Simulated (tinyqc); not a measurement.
Cell-based percolation model of oxide breakdown: one step of the calculation.

The oxide, of thickness n a, is cut into cubic cells. A cell is defective with the chance l = 1 - exp(-a^3 N), N = N1 (t/1 s)^al. A column of n defective cells breaks the oxide down, and the area holds M = A/a^2 independent columns: 1 - F = (1 - l^n)^M.

Problem. The distribution. N, l, F and W = ln(-ln(1 - F)) at each time; the slope is taken between the end points.

Parameters, values chosen for the exercise: edge of a cell a = 0.6 nm; cells across the oxide n = 6; area A = 0.06 um^2; exponent of defect growth al = 0.45; defect density after 1 s N1 = 1.1e18 cm^-3.

| point | t (s) |
|---|---|
| 0 | 51000 |
| 1 | 1.2e5 |
| 2 | 2.8e5 |
| 3 | 6.6e5 |
| 4 | 1.2e6 |
| 5 | 1.5e6 |
| 6 | 2.2e6 |

Find: N; l; F; W; slope.

Solution.

| point | N (cm^-3) | l | F | W |
|---|---|---|---|---|
| 0 | 1.4448e20 | 0.030725 | 1.4021e-4 | -8.8723 |
| 1 | 2.1234e20 | 0.044829 | 0.0013517 | -6.6057 |
| 2 | 3.1090e20 | 0.064948 | 0.012432 | -4.3812 |
| 3 | 4.5729e20 | 0.094052 | 0.10896 | -2.1597 |
| 4 | 5.9845e20 | 0.12126 | 0.41128 | -0.6352 |
| 5 | 6.6166e20 | 0.13318 | 0.60536 | -0.0728 |
| 6 | 7.8611e20 | 0.15617 | 0.91086 | 0.8827 |

slope = 2.5914

The slope is 4.0 % below n al, since l grows a little more slowly than N.

Program tinyqc, `OMP_NUM_THREADS=1 python tinyqc.py 2070143 2070144 out.jsonl`; Intel Xeon 2.30GHz, shared host, one thread, about 0.01 s.
